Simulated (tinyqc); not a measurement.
Van der Pauw, Hall and four-point-probe measurements on a doped layer: correction factor against the shape of the sample.

A uniform p-type layer with sheet resistance Rs = 1/(q ns mu), point contacts, low field (mu B small).

Rs = 1/(q ns mu). For a rectangle with contacts at the corners, RA = (8 Rs/pi) sum_(k>=0) ln coth((2k + 1) pi a/(2 b)) with current along a short side b and voltage along the opposite one, RB the same with a and b exchanged. ar = a/b. F = Rs/[(pi/ln 2)(RA + RB)/2]; small-asymmetry estimate 1 - (ln 2/2) d^2 - ((ln 2)^2/4 - (ln 2)^3/12) d^4 with d = (RB - RA)/(RB + RA).

Values chosen for this exercise: sheet density of the layer ns = 1e15 cm^-2; drift mobility mu = 60 cm^2/(V s).

Constants: q = 1.602176634e-19 C. Results are converted to the units shown.

Correction factor against the shape of the sample:
```
ar,RA (ohm),RB (ohm),RB/RA,F,estimate of F
1,22.95,22.95,1.000,1.000,1.000
1.23,11.12,41.53,3.734,0.8718,0.8741
1.46,5.397,62.73,11.62,0.6738,0.7082
1.69,2.620,85.30,32.55,0.5221,0.6213
1.91,1.313,107.5,81.92,0.4217,0.5862
2.14,0.6373,131.1,205.8,0.3484,0.5713
2.37,0.3094,154.9,500.6,0.2958,0.5653
2.6,0.1502,178.7,1190,0.2566,0.5628
```

Read the table: what changes, and by how much?

RB/RA rises from 1.00 to 1190 and F falls from 1.00 to 0.257. The estimate is 5.1 % above F at a/b = 1.46 and 2.19 times it in the last row. RA shrinks about as exp(-pi a/b): by a factor of 2.06 between the last two rows, against 2.06.

Program tinyqc, `OMP_NUM_THREADS=1 python tinyqc.py 2850221 2850222 out.jsonl`; Intel Xeon 2.30GHz, shared host, one thread, about 0.01 s.
